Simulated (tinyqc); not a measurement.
# From collector current density J_C back to base-emitter voltage V_BE

Model: minority-electron transport through the base of a bipolar transistor (Moll-Ross and Kroemer integrals). Computed by tinyqc, a small Python program. Command: `OMP_NUM_THREADS=1 python tinyqc.py 3030358 3030359 out.jsonl base inv`. One thread of a shared host (Intel(R) Xeon(R) Processor @ 2.30GHz), about 0.01 s of CPU time with the checks.

Low injection, one dimension, x from the emitter edge (0) to the collector edge (W), s = x/W. Recombination is treated as a small correction (valid for tau_B well below tau_n), computed from the stored charge.

Inputs (values chosen for the exercise, modelled on silicon):
```
quantity                                     value        unit
intrinsic density n_i at the emitter edge  9.2e+09      1/cm^3
base doping at the emitter edge N_0        5.7e+17      1/cm^3
base width W                                    17          nm
mu_min                                         200  cm^2/(V s)
mu_max                                        1370  cm^2/(V s)
N_ref                                      1.7e+17      1/cm^3
saturation velocity v_s                       0.86    1e7 cm/s
temperature T                                  300           K
gap narrowing across the base dE_g              28         meV
```

Base doping profile: uniform. Gap grading: linear. Exit of the base: saturation velocity.

Constants: k_B = 8.617333262e-05 eV/K; e = 1.602176634e-19 C.

Method. N(x) = N_0; n_i(x)^2 = n_i^2 exp(s dE_g/k_B T); D(x) = (k_B T/e) mu, mu = mu_min + (mu_max - mu_min)/(1 + (N/N_ref)^0.7). With y(x) = N n_i^2/(D n_i(x)^2): base Gummel number G_B = int_0^W y dx + N(W) n_i^2/(v_s n_i(W)^2); J_C = e n_i^2 exp(e V_BE/k_B T)/G_B; n(x) = (J_C/e)(n_i(x)^2/(N n_i^2)) [int_x^W y dx + the same exit term]; transit time tau_B = (e/J_C) int n dx; trapezoid rule on 401 even points.

Problem. A run gave the result below. Find the base-emitter voltage V_BE, known to lie between 0.55 and 1.2 V.

collector current density J_C = 50.82669 A/cm^2

Solution.

Each step takes the trial c = (a f_b - b f_a)/(f_b - f_a), f being the result less the target and a, b, c the logarithms of the listed values; c replaces end b, the old b replaces a if the sign of f changed, and otherwise f_a is halved.

Scan of the range:
```
base-emitter voltage V_BE (V)  collector current density J_C (A/cm^2)
0.550                                                     3.68015e-01
0.626                                                     6.96001e+00
0.713                                                     2.01440e+02
0.812                                                     9.27411e+03
0.925                                                     7.33819e+05
1.050                                                     9.23626e+07
1.200                                                     3.05763e+10
```

False position (Illinois rule, in the logarithm of the input) inside the bracket:
```
step     end a     end b     trial  collector current density J_C (A/cm^2)
1     0.626000  0.713000  0.644647                                 14.3173
2     0.713000  0.644647  0.657448                                 23.4915
3     0.713000  0.657448  0.671805                                 40.9353
4     0.713000  0.671805  0.680174                                 56.5850
5     0.671805  0.680174  0.677083                                 50.2069
6     0.680174  0.677083  0.677383                                 50.7926
7     0.680174  0.677383  0.677415                                 50.8567
8     0.677383  0.677415  0.677400                                 50.8267
9     0.677415  0.677400  0.677400                                 50.8267
```

Collector current density J_C rises at every point of a 13-point scan of the range (every second point is shown), so one value fits; it is bracketed by 0.626 and 0.713. Answer: base-emitter voltage V_BE = 0.6774 V.

Caution: the mean velocity exceeds v_s, so drift-diffusion with a low-field mobility overstates the speed. Caution: the base is only a few mean free paths wide, so transport is partly ballistic.
